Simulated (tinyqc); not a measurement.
Comparisons within one model: free and nearly free electrons in a metal. A value that a table varies takes the place of the one given here.

The cubic cell holds 4 atoms: n = 4 z/a^3, kF = (3 pi^2 n)^(1/3), EF = c kF^2/m, vF = 2 c kF/(m hbar), c = hbar^2/2m0; rs = (3/(4 pi n))^(1/3)/a0; D(EF) = 3 n/(2 EF).

Two plane waves k and k - G, G = (111) (2 pi/a): H = [[c k^2/m, V], [V, c (k - G)^2/m]] with c = hbar^2/2m0.

Square wire of width w with grain size w: rho/rho0 = 1/(1 - 3 al/2 + 3 al^2 - 3 al^3 ln(1 + 1/al)) + (3/4) (1 - p) l/w, with al = (l/w) Rg/(1 - Rg) (Mayadas-Shatzkes plus the thick-wire form of Fuchs-Sondheimer); l = hbar kF/(n e^2 rho), e = 1.602176634e-19 C.

Constants: hbar^2/2m0 = 3.80998211 eV angstrom^2; hbar = 6.58211957e-16 eV s; a0 (Bohr radius) = 0.5291772105 angstrom.

Parameters, chosen for this exercise (near those of Au, whose d bands this model ignores; shifted at random, so the results belong to these values and not to a real crystal): a = 4.093 angstrom (fcc lattice constant); z = 1 (free electrons an atom); m = 1 m0 (mass); rho = 2.27 micro-ohm cm (bulk resistivity); p = 0 (specularity of the surfaces); Rg = 0.55 (reflection at grain boundaries); w = 20 nm (wire width).

## When the Fermi surface touches the face

On the face the lower band is E = c (G^2/4 + q^2)/m - V, q along the face. EF is held at its free value. A neck opens where EF > c G^2/(4m) - V, with radius q; the second band fills where EF > c G^2/(4m) + V.

Necks:

| V (eV) | lower band at the face centre (eV) | neck radius (1/angstrom) | radius/kF |
|---|---|---|---|
| 0.2 | 6.534 | - | - |
| 0.5 | 6.234 | - | - |
| 0.8 | 5.934 | - | - |
| 1.1 | 5.634 | - | - |
| 1.4 | 5.334 | 0.1991 | 0.166 |
| 1.8 | 4.934 | 0.3803 | 0.317 |
| 2.2 | 4.534 | 0.4996 | 0.416 |
| 2.6 | 4.134 | 0.5955 | 0.496 |

EF = 5.485 eV
c G^2/(4m) = 6.734 eV

How do the results move?

Contact needs V > 1.249 eV. It is first met at V = 1.4 eV of those listed, and the radius then grows as the square root of the excess, to 0.496 kF at 2.6 eV. EF is held at its free value here; a count of states lowers it as V grows, strongly for V of an eV or more, so the threshold is a lower bound, the radii are upper bounds, and some necks may vanish.

## Resistivity of narrow wires

Wires:

| w (nm) | al | grain term (factor - 1) | surface term | rho (micro-ohm cm) |
|---|---|---|---|---|
| 200 | 0.227 | 0.325 | 0.140 | 3.33 |
| 100 | 0.455 | 0.639 | 0.279 | 4.35 |
| 50 | 0.910 | 1.256 | 0.558 | 6.39 |
| 30 | 1.516 | 2.072 | 0.931 | 9.09 |
| 20 | 2.275 | 3.087 | 1.396 | 12.45 |
| 14 | 3.250 | 4.390 | 1.994 | 16.76 |
| 10 | 4.549 | 6.126 | 2.792 | 22.51 |
| 7 | 6.499 | 8.727 | 3.988 | 31.13 |

l = 37.22 nm

What can be read from the table?

At 7 nm the resistivity is 13.72 times the bulk value; grain boundaries add more (8.73 from grains, 3.99 from surfaces). It passes twice the bulk value between 100 and 50 nm. The surface formula is meant for w above l = 37 nm, so the rows below that are rough.

## What sets the wire resistivity

All results formed anew. Each row changes one parameter from the base and keeps the others.

Results:

| case | EF (eV) | l (nm) | wire rho (micro-ohm cm) |
|---|---|---|---|
| base | 5.485 | 37.22 | 12.447 |
| a = 4.216 angstrom | 5.169 | 39.49 | 13.062 |
| m = 1.2 m0 | 4.571 | 37.22 | 12.447 |
| rho = 2.724 micro-ohm cm | 5.485 | 31.02 | 12.920 |
| p = 0.3 | 5.485 | 37.22 | 11.496 |
| Rg = 0.385 | 5.485 | 37.22 | 9.071 |
| w = 14 nm | 5.485 | 37.22 | 16.763 |

What does this show?

The largest shifts from the base row, up to three for each result and ties (the steps differ in size, so this ranks the rows, not the parameters). EF (eV): m -0.914, a -0.315; unchanged at the printed digits by rho, p, Rg and w. l (nm): rho -6.20, a +2.27; unchanged at the printed digits by m, p, Rg and w. wire rho (micro-ohm cm): w +4.316, Rg -3.376, p -0.951; unchanged at the printed digits by m. The mass drops out of l at given rho, because vF falls and tau rises by the same factor.

tinyqc: `OMP_NUM_THREADS=1 python tinyqc.py 1681175 1681176 out.jsonl`; about 0.01 s, one thread, shared Intel(R) Xeon(R) Processor @ 2.30GHz.
